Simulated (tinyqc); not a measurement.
Worked calculation: plane-wave Kohn-Sham cycle with exchange-only LDA in a layered model solid. One step of it, computed by the program tinyqc.

Task: Iteration 2: Hamiltonian at one k. H(m,m') = (k + G_m)^2/2 delta + V(G_m - G_m'), with V(-G) = V(G).

A solid whose potential varies along x alone (atomic units):

| parameter | value |
|---|---|
| period a | 15.600000 |
| cross-section of the cell | 33.000000 |
| electrons per cell | 2 |
| grid points | 16 |
| plane waves -n..n, n | 3 |
| k points | 3 |
| V1 in V1 cos(2 pi x/a) | -0.190000 |
| V2 in V2 cos(4 pi x/a) | 0.070000 |

V(G_m), m = 0, 1, 2, ... (hartree): -0.126912  0.060001  0.051043  0.000268  -0.000125  -0.000061  0.000037

k = 0.000000 2 pi / a

Give: H.

Result:

H (hartree), lower triangle:
```
         -3       -2       -1       +0       +1      +2      +3
-3   0.6031
-2   0.0600   0.1975
-1   0.0510   0.0600  -0.0458
+0   0.0003   0.0510   0.0600  -0.1269
+1  -0.0001   0.0003   0.0510   0.0600  -0.0458
+2  -0.0001  -0.0001   0.0003   0.0510   0.0600  0.1975
+3   0.0000  -0.0001  -0.0001   0.0003   0.0510  0.0600  0.6031
```
